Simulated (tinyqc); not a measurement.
Microkinetic model of low-temperature epitaxy from hydride gases: adsorption, hydrogen desorption and rate control: one step, computed by the program tinyqc. Command: `OMP_NUM_THREADS=1 python tinyqc.py 3011572 3011573 out.jsonl hepi walk`. One thread of a shared host (Intel(R) Xeon(R) Processor @ 2.30GHz), about 0.01 s of CPU time with the checks.

Each hydride molecule needs two free sites and leaves four hydrogen atoms, of which two leave at once as H2; theta is the hydrogen coverage, the site density is 6.78 per nm^2 and one layer is 1.358 angstrom thick.

Problem. Coverage and growth rate. With k the hydride and k_H the hydrogen adsorption rate on free pairs and k_d the desorption rate, steady state: 2 (k + k_H)(1 - theta)^2 = k_d theta^2; growth rate R = k (1 - theta)^2 layers/s; 1 layer/s = 8.148 nm/min. With c = 2 (k + k_H)/k_d the free share is 1 - theta = 1/(1 + sqrt(c)).

Inputs (values chosen for the exercise, close to those used for silane, with second-order desorption as on Si(111) but the site density of Si(001)): temperature T = 750 C.

Film: silicon. Order of hydrogen desorption: second.

k = 0.03308952 1/s

k_H = 0 1/s

k_d = 95.09338 1/s

Give: c; hydrogen coverage theta; growth rate R in layers; growth rate G.

Solution.

c = 6.959e-04

hydrogen coverage theta = 0.02570

growth rate R in layers = 0.03141 layers/s

growth rate G = 0.2559 nm/min

The surface is mostly bare: the arrival of hydride limits growth.
